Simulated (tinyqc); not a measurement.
Electromigration in a confined line: Blech product, Korhonen stress evolution and Black's law. Inputs raised by 2 %, one at a time. Computed by tinyqc, a small Python program. Command: `OMP_NUM_THREADS=1 python tinyqc.py 3007625 3007626 out.jsonl emigr sens`. One thread of a shared host (Intel(R) Xeon(R) Processor @ 2.30GHz), about 0.01 s of CPU time with the checks.

The electron wind pushes atoms from the cathode (x = 0) to the anode (x = L); blocking ends build a back stress (tension positive). The input rho is taken not to change with temperature. d sigma/dt = d/dx [kappa (d sigma/dx + G)], with zero flux at both ends and sigma = 0 at t = 0.

Inputs (values chosen for the exercise, close to those used for copper lines):
```
quantity                              value          unit
resistivity rho                        2.56  micro-ohm cm
atomic volume Omega                    11.8    angstrom^3
effective charge number Z*              1.8             -
prefactor D0                        5.7e-08         m^2/s
activation energy E                   0.874            eV
effective modulus B                      31           GPa
critical stress sigma_c                 150           MPa
current density j                      0.65       MA/cm^2
line length L                            68            um
test temperature T                      290             C
time as a fraction of L^2/kappa, s   0.0061             -
```

Start: stress-free.

Constants: e = 1.602176634e-19 C; k_B = 8.617333262e-05 eV/K; k_B = 1.380649e-23 J/K.

Method:
- G = Z* e rho j/Omega; D = D0 exp(-E/(k_B T)); kappa = D B Omega/(k_B T); drift velocity of an unconfined line v = D Z* e rho j/(k_B T). SI: 1 micro-ohm cm = 1e-8 ohm m, 1 MA/cm^2 = 1e10 A/m^2.
- Temperatures in kelvin are T(C) + 273.15.
- At steady state sigma(x) = G (L/2 - x). A void forms only if the cathode stress reaches sigma_c, that is if j L exceeds (j L)_c = 2 Omega (sigma_c)/(Z* e rho). Time scale tau = L^2/kappa.
- sigma(x, t) = G L [1/2 - x/L - 4 sum_(m odd) cos(m pi x/L) exp(-m^2 pi^2 s)/(m pi)^2], s = t/tau, summed to m = 399.
- The terms at x = 0 are 4 exp(-m^2 pi^2 s)/(m pi)^2; tau = L^2/kappa.

Runs:
```
input moved                        from         to  critical product (j L)_c (A/cm)  tau (h)  cathode stress at time s (MPa)  drift velocity (nm/h)
base run                              -          -                             4795    31.77                           24.37                  19.10
resistivity rho (micro-ohm cm)     2.56     2.6112                             4701    31.77                           24.86                  19.48
effective charge number Z*          1.8      1.836                             4701    31.77                           24.86                  19.48
prefactor D0 (m^2/s)            5.7e-08  5.814e-08                             4795    31.14                           24.37                  19.48
activation energy E (eV)          0.874    0.89148                             4795    45.54                           24.37                  13.32
effective modulus B (GPa)            31      31.62                             4795    31.14                           24.37                  19.10
current density j (MA/cm^2)        0.65      0.663                             4795    31.77                           24.86                  19.48
line length L (um)                   68      69.36                             4795    33.05                           24.86                  19.10
```

Exponents ln(y'/y) / ln(x'/x):
```
input                       critical product (j L)_c    tau  cathode stress at time s  drift velocity
resistivity rho                                   -1   0.00                         1            1.00
effective charge number Z*                        -1   0.00                         1            1.00
prefactor D0                                       0  -1.00                         0            1.00
activation energy E                                0  18.19                         0          -18.19
effective modulus B                                0  -1.00                         0            0.00
current density j                                  0   0.00                         1            1.00
line length L                                      0   2.00                         1            0.00
```

Which inputs matter most for each result?

Among the inputs moved here: critical product (j L)_c answers most in size to resistivity rho (exponent -1.000), and about equally to effective charge number Z* (-1.000); its exponent is below 0.0005 for prefactor D0, activation energy E, effective modulus B, current density j, line length L. Its exponent -1.000 in resistivity rho: the field is rho j. Its exponent -1.000 in effective charge number Z*: a stronger wind needs less current. tau answers most in size to activation energy E (exponent +18.190), next to line length L (+2.000); its exponent is below 0.0005 for resistivity rho, effective charge number Z*, current density j. Its exponent +2.000 in line length L: diffusive scaling. Cathode stress at time s answers most in size to resistivity rho (exponent +1.000), and about equally to effective charge number Z* (+1.000), line length L (+1.000), current density j (+1.000); its exponent is below 0.0005 for prefactor D0, activation energy E, effective modulus B. drift velocity answers most in size to activation energy E (exponent -18.190), next to resistivity rho (+1.000); its exponent is below 0.0005 for effective modulus B, line length L.
